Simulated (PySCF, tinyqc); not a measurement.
RKS/PBE0 in the 3-21g basis, for H3-, spin multiplicity 1, step by step. The basis has no diffuse functions, so it cannot describe the extra electron: this is an exercise in the method, not the real anion. The lowest restricted solution is unstable here: a spin-polarised one lies 0.0006 hartree lower (PySCF). One step of it, computed by the program tinyqc.

Question. Iteration 2: building the Kohn-Sham matrix. J_ij = sum D_kl (ij|kl), K_ij = sum D_kl (ik|jl); F = H + J - 0.125 K + V_xc; E = tr D H + tr D J / 2 - 0.0625 tr D K + E_xc + E_nn.

D after iteration 1, lower triangle:
```
           1H 1s      1H 2s      2H 1s      2H 2s      3H 1s     3H 2s
1H 1s   0.706962
1H 2s  -0.289532   0.560550
2H 1s   0.751830  -0.402418   1.967443
2H 2s  -0.492506   0.408249  -1.924922   2.117755
3H 1s   0.770100  -0.549005  -0.211244   0.631963   1.978994
3H 2s  -0.567774   0.242138   0.620670  -1.282344  -1.779400  2.498711
```

core Hamiltonian H = T + V (hartree), lower triangle:
```
           1H 1s      1H 2s      2H 1s      2H 2s      3H 1s      3H 2s
1H 1s  -0.984307
1H 2s  -1.014218  -1.191684
2H 1s  -0.242902  -0.495841  -0.891897
2H 2s  -0.514657  -0.807475  -0.954588  -1.108642
3H 1s  -0.163484  -0.416207  -0.031807  -0.221074  -0.853253
3H 2s  -0.439143  -0.728094  -0.225495  -0.491915  -0.929788  -1.078424
```

Two-electron integrals (ij|kl) in chemists' order, unique and non-zero (hartree):
```
(11|11) 1.140145   (21|11) 0.611403   (21|21) 0.345152   (22|11) 0.626370
(22|21) 0.380329   (22|22) 0.482957   (31|11) 0.065989   (31|21) 0.039352
(31|22) 0.047303   (31|31) 0.007761   (32|11) 0.141045   (32|21) 0.088956
(32|22) 0.122450   (32|31) 0.019600   (32|32) 0.064550   (33|11) 0.424979
(33|21) 0.273046   (33|22) 0.397818   (33|31) 0.065989   (33|32) 0.254702
(33|33) 1.140145   (41|11) 0.254702   (41|21) 0.145137   (41|22) 0.162471
(41|31) 0.019600   (41|32) 0.045268   (41|33) 0.141045   (41|41) 0.064550
(42|11) 0.330438   (42|21) 0.203634   (42|22) 0.268570   (42|31) 0.032481
(42|32) 0.094405   (42|33) 0.330438   (42|41) 0.094405   (42|42) 0.175769
(43|11) 0.273046   (43|21) 0.174632   (43|22) 0.252054   (43|31) 0.039352
(43|32) 0.145137   (43|33) 0.611403   (43|41) 0.088956   (43|42) 0.203634
(43|43) 0.345152   (44|11) 0.397818   (44|21) 0.252054   (44|22) 0.359702
(44|31) 0.047303   (44|32) 0.162471   (44|33) 0.626370   (44|41) 0.122450
(44|42) 0.268570   (44|43) 0.380329   (44|44) 0.482957   (51|11) 0.038134
(51|21) 0.023025   (51|22) 0.028319   (51|31) 0.002676   (51|32) 0.006549
(51|33) 0.020437   (51|41) 0.009809   (51|42) 0.015444   (51|43) 0.013166
(51|44) 0.019581   (51|51) 0.002925   (52|11) 0.108988   (52|21) 0.069244
(52|22) 0.097584   (52|31) 0.008574   (52|32) 0.023490   (52|33) 0.076375
(52|41) 0.029853   (52|42) 0.054989   (52|43) 0.049262   (52|44) 0.074607
(52|51) 0.009863   (52|52) 0.045440   (53|11) 0.003903   (53|21) 0.002458
(53|22) 0.003321   (53|31) 0.000433   (53|32) 0.001232   (53|33) 0.004109
(53|41) 0.001192   (53|42) 0.002275   (53|43) 0.002570   (53|44) 0.003411
(53|51) 0.000282   (53|52) 0.001060   (53|53) 0.000052   (54|11) 0.051104
(54|21) 0.032535   (54|22) 0.046173   (54|31) 0.004390   (54|32) 0.012359
(54|33) 0.040518   (54|41) 0.014464   (54|42) 0.027634   (54|43) 0.026083
(54|44) 0.038931   (54|51) 0.004565   (54|52) 0.021202   (54|53) 0.000576
(54|54) 0.010470   (55|11) 0.386838   (55|21) 0.249235   (55|22) 0.370475
(55|31) 0.031344   (55|32) 0.089234   (55|33) 0.294662   (55|41) 0.107781
(55|42) 0.210767   (55|43) 0.190302   (55|44) 0.292342   (55|51) 0.038134
(55|52) 0.212038   (55|53) 0.004109   (55|54) 0.098525   (55|55) 1.140145
(61|11) 0.212038   (61|21) 0.121055   (61|22) 0.135952   (61|31) 0.013972
(61|32) 0.032055   (61|33) 0.098763   (61|41) 0.051130   (61|42) 0.073284
(61|43) 0.063190   (61|44) 0.091363   (61|51) 0.009863   (61|52) 0.030110
(61|53) 0.001025   (61|54) 0.014090   (61|55) 0.108988   (61|61) 0.045440
(62|11) 0.289530   (62|21) 0.178906   (62|22) 0.237642   (62|31) 0.022614
(62|32) 0.060704   (62|33) 0.198996   (62|41) 0.076935   (62|42) 0.134198
(62|43) 0.126723   (62|44) 0.183878   (62|51) 0.017942   (62|52) 0.070532
(62|53) 0.002099   (62|54) 0.033336   (62|55) 0.289530   (62|61) 0.070532
(62|62) 0.142201   (63|11) 0.055115   (63|21) 0.034874   (63|22) 0.048477
(63|31) 0.007557   (63|32) 0.025122   (63|33) 0.098525   (63|41) 0.017673
(63|42) 0.037337   (63|43) 0.056685   (63|44) 0.064512   (63|51) 0.002877
(63|52) 0.010606   (63|53) 0.000576   (63|54) 0.005697   (63|55) 0.040518
(63|61) 0.013094   (63|62) 0.025936   (63|63) 0.010470   (64|11) 0.163192
(64|21) 0.102087   (64|22) 0.140248   (64|31) 0.016035   (64|32) 0.047957
(64|33) 0.167630   (64|41) 0.047156   (64|42) 0.092002   (64|43) 0.104613
(64|44) 0.142754   (64|51) 0.010104   (64|52) 0.040786   (64|53) 0.001534
(64|54) 0.020859   (64|55) 0.167630   (64|61) 0.040097   (64|62) 0.084119
(64|63) 0.020859   (64|64) 0.058562   (65|11) 0.249235   (65|21) 0.160090
(65|22) 0.235784   (65|31) 0.020216   (65|32) 0.057570   (65|33) 0.190302
(65|41) 0.069239   (65|42) 0.134569   (65|43) 0.122857   (65|44) 0.187955
(65|51) 0.023025   (65|52) 0.121055   (65|53) 0.002570   (65|54) 0.056685
(65|55) 0.611403   (65|61) 0.069244   (65|62) 0.178906   (65|63) 0.026083
(65|64) 0.104613   (65|65) 0.345152   (66|11) 0.370475   (66|21) 0.235784
(66|22) 0.341451   (66|31) 0.030378   (66|32) 0.087395   (66|33) 0.292342
(66|41) 0.102049   (66|42) 0.197047   (66|43) 0.187955   (66|44) 0.282891
(66|51) 0.028319   (66|52) 0.135952   (66|53) 0.003411   (66|54) 0.064512
(66|55) 0.626370   (66|61) 0.097584   (66|62) 0.237642   (66|63) 0.038931
(66|64) 0.142754   (66|65) 0.380329   (66|66) 0.482957
```

nuclear repulsion = 1.10746697 hartree

V_xc (hartree), lower triangle:
```
           1H 1s      1H 2s      2H 1s      2H 2s      3H 1s      3H 2s
1H 1s  -0.369659
1H 2s  -0.192676  -0.228415
2H 1s  -0.025494  -0.085703  -0.415166
2H 2s  -0.082717  -0.142741  -0.198951  -0.223408
3H 1s  -0.014650  -0.076657  -0.001685  -0.035472  -0.446254
3H 2s  -0.068124  -0.131602  -0.032791  -0.081673  -0.221155  -0.243716
```

E_xc = sum of w rho eps_xc = -1.02687614 hartree

Give: Coulomb J; exchange K; Kohn-Sham matrix F; total energy of this density.

Answer.

Coulomb J (hartree), lower triangle:
```
        1H 1s   1H 2s   2H 1s   2H 2s   3H 1s   3H 2s
1H 1s  1.7908
1H 2s  1.0980  1.5011
2H 1s  0.1614  0.5040  1.9164
2H 2s  0.4902  0.9446  1.1325  1.4787
3H 1s  0.1009  0.4484  0.0131  0.2148  2.0754
3H 2s  0.4138  0.8730  0.2040  0.5620  1.2180  1.5569
```

exchange K (hartree), lower triangle:
```
        1H 1s   1H 2s    2H 1s   2H 2s   3H 1s   3H 2s
1H 1s  0.4902
1H 2s  0.3172  0.3806
2H 1s  0.1389  0.1241   0.6302
2H 2s  0.1782  0.2544   0.1792  0.2734
3H 1s  0.0854  0.1187  -0.0212  0.0447  0.8362
3H 2s  0.1231  0.2406   0.0284  0.1192  0.3429  0.4175
```

Kohn-Sham matrix F (hartree), lower triangle:
```
         1H 1s    1H 2s    2H 1s    2H 2s   3H 1s   3H 2s
1H 1s   0.3755
1H 2s  -0.1486   0.0334
2H 1s  -0.1244  -0.0931   0.5305
2H 2s  -0.1295  -0.0374  -0.0434   0.1124
3H 1s  -0.0879  -0.0593  -0.0178  -0.0473  0.6714
3H 2s  -0.1089  -0.0167  -0.0579  -0.0265  0.0242  0.1826
```

total energy of this density = 1.817256 hartree

This density is a damped mixture and is not idempotent.
